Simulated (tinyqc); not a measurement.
From results back to parameters: five-level k.p model folded onto the conduction band. Three cases, with inputs chosen for the exercise.

Problem. The levels are known; the mass and the g factor at E = Eg are given. Find Ep and Ep2.

Second-order sums for the lowest conduction level at E: 1/m = 1 + Cm + (Ep/3)(2/E + 1/(E + Dso)) - (Ep2/3)(2/(E7 + D2 - E) + 1/(E7 - E)); g/2 = 1 + Cg - (Ep/3)(1/E - 1/(E + Dso)) - (Ep2/3)(1/(E7 - E) - 1/(E7 + D2 - E)). E is counted from the top of the valence band; E = Eg at the edge.

Find: coefficients of (Ep, Ep2); right-hand sides 1/m - 1 - Cm and 1 + Cg - g/2; Ep, Ep2.

Method. Both sums are linear in Ep and Ep2, so two equations fix them.

Case 1.

Values chosen (near those of InP; the results hold for these values, not for the real material):
- Eg = 1.43 eV (gap at Gamma to the s-like level)
- Dso = 0.107 eV (spin-orbit splitting)
- E7 = 4.72 eV (upper Gamma7 conduction level, from the valence top)
- D2 = 0.07 eV (its spin-orbit splitting, Gamma8 above Gamma7)
- Cm = -0.9 (remote term in 1/m)
- Cg = -0.02 (remote term in g/2)

m = 0.07909712 m0
g = 1.269896

Solution.

coefficients of (Ep, Ep2) (1/eV):
```
         1         2
1  0.68307  -0.29973
2  0.01623   0.00211
```

right-hand sides 1/m - 1 - Cm and 1 + Cg - g/2: 12.5427  0.3451

Ep, Ep2 (eV): 20.60  5.10

Case 2.

Values chosen (near those of CdTe; the results hold for these values, not for the real material):
- Eg = 1.607 eV (gap at Gamma to the s-like level)
- Dso = 0.909 eV (spin-orbit splitting)
- E7 = 5.44 eV (upper Gamma7 conduction level, from the valence top)
- D2 = 0.31 eV (its spin-orbit splitting, Gamma8 above Gamma7)
- Cm = 0 (remote term in 1/m)
- Cg = -0.02 (remote term in g/2)

m = 0.09421069 m0
g = -0.786051

Solution.

coefficients of (Ep, Ep2) (1/eV):
```
         1         2
1  0.54734  -0.24788
2  0.07494   0.00651
```

right-hand sides 1/m - 1 - Cm and 1 + Cg - g/2: 9.6145  1.3730

Ep, Ep2 (eV): 18.20  1.40

Case 3.

Values chosen (near those of InSb; the results hold for these values, not for the real material):
- Eg = 0.239 eV (gap at Gamma to the s-like level)
- Dso = 0.831 eV (spin-orbit splitting)
- E7 = 3.14 eV (upper Gamma7 conduction level, from the valence top)
- D2 = 0.33 eV (its spin-orbit splitting, Gamma8 above Gamma7)
- Cm = -1 (remote term in 1/m)
- Cg = 0 (remote term in g/2)

m = 0.01406786 m0
g = -48.800495

Solution.

coefficients of (Ep, Ep2) (1/eV):
```
         1         2
1  3.10093  -0.32124
2  1.08317   0.01174
```

right-hand sides 1/m - 1 - Cm and 1 + Cg - g/2: 71.0840  25.4002

Ep, Ep2 (eV): 23.40  4.60

Computed by tinyqc, one run a case: `OMP_NUM_THREADS=1 python tinyqc.py N N+1 out.jsonl` with N = 1081333, 1081352, 1081373; one thread of a shared Intel(R) Xeon(R) Processor @ 2.30GHz, about 0.01 s a run at most.
